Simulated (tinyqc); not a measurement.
Inside a calculation. Model: time-domain thermoreflectance: layered heat flow under a modulated pulse train, and what the signal ratio measures. Computed by tinyqc, a small Python program that keeps every step. Command: `OMP_NUM_THREADS=1 python tinyqc.py 3111165 3111166 out.jsonl tdtr walk`. One thread of a shared host (Intel(R) Xeon(R) Processor @ 2.30GHz), about 0.1 s of CPU time with the checks. Intermediate numbers are printed to about 6 digits and carried at full precision; extremes and crossings named in words are read from the listed rows.

Pulses repeat at 80 MHz; heat is laid down at the surface, all layers are isotropic.

Inputs (values chosen for the exercise, modelled on aluminium on GaN):
```
quantity                                value        unit
metal thickness d                         110          nm
metal conductivity                        140     W/(m K)
metal heat capacity                      2.42  MJ/(m^3 K)
boundary conductance G under the metal     39  MW/(m^2 K)
substrate conductivity kappa              180     W/(m K)
substrate heat capacity C                2.58  MJ/(m^3 K)
modulation frequency f                    9.8         MHz
spot radius w (1/e^2, pump and probe)      24  micrometre
delay t                                   280          ps
```

Stack: metal, substrate.

## Length and time scales

Penetration depth sqrt(kappa/(pi f C)); effusivity sqrt(kappa C); cooling time of the metal d C_m/G; Kapitza length kappa/G.

penetration depth = 1.50535 micrometre

effusivity = 21549.9 W s^(1/2)/(m^2 K)

cooling time of the metal = 6825.64 ps

Kapitza length = 4615.38 nm

depth over spot radius = 0.0627231

## Impedance at k = 0 and the modulation frequency

For radial wave number k and angular frequency W each layer has u = sqrt(4 pi^2 k^2 + i W C/kappa) and gamma = kappa u. Surface impedance from below: Z = 1/gamma for the substrate; a layer of thickness L maps Z to (Z + tanh(u L)/gamma)/(1 + gamma Z tanh(u L)); a boundary adds 1/G. Take k = 0 and W = 2 pi f.

Z of the substrate = 4.18154-4.18154i m^2 K/GW

Z at the surface = 22.1860-14.0322i m^2 K/GW

## Response at the modulation frequency

Response per absorbed watt H(W) = 2 pi int_0^(2/w) Z(k, W) exp(-pi^2 k^2 w^2) k dk by 20 Gauss-Legendre points.

H(2 pi f) = 0.0122530-0.0077192i K/mW

phase of H(2 pi f) = -32.2103 degrees

## Signal at one delay

Signal: X + iY = sum_(m = -M..M) H(2 pi (f + m f_r)) exp(i 2 pi m f_r t) exp(-pi (m/M)^2 x 4), f_r = 80 MHz, M = 4000, with H(-W) the complex conjugate of H(W); V_in = X, V_out = Y, ratio = -V_in/V_out.

V_in = 0.0276144 K/mW

V_out = -0.00660197 K/mW

ratio -V_in/V_out = 4.18275

## Ratio and sensitivities against delay

Sensitivity S = ln(ratio'/ratio)/ln(1.01) for a rise of one input by 1 %.

Ratio and sensitivities:
```
t (ps)    ratio  S to kappa   S to G    S to d    S to C      S to w
100     4.50873    0.189555  1.01586  -1.25873  0.189070  -0.0105991
200     4.29398    0.186447  0.97816  -1.36021  0.185939  -0.0103416
400     4.02661    0.180409  0.91177  -1.28460  0.179875  -0.0098635
800     3.57741    0.170346  0.80046  -1.15303  0.169759  -0.0090720
1500    2.98088    0.157634  0.65324  -0.97966  0.156954  -0.0080654
2500    2.38471    0.146616  0.50612  -0.80921  0.145791  -0.0071548
4000    1.79485    0.139673  0.35825  -0.64562  0.138587  -0.0064605
```

The largest sensitivity in size at 100 ps is to d (-1.26). kappa and C enter almost alike, through the effusivity. At 400 ps an error of 3 % in d passes on as 21 % in kappa.

Checks made by the program: steady rise of a bare substrate, 1/(2 sqrt(pi) w kappa), from the same quadrature (relative difference below 1e-10).
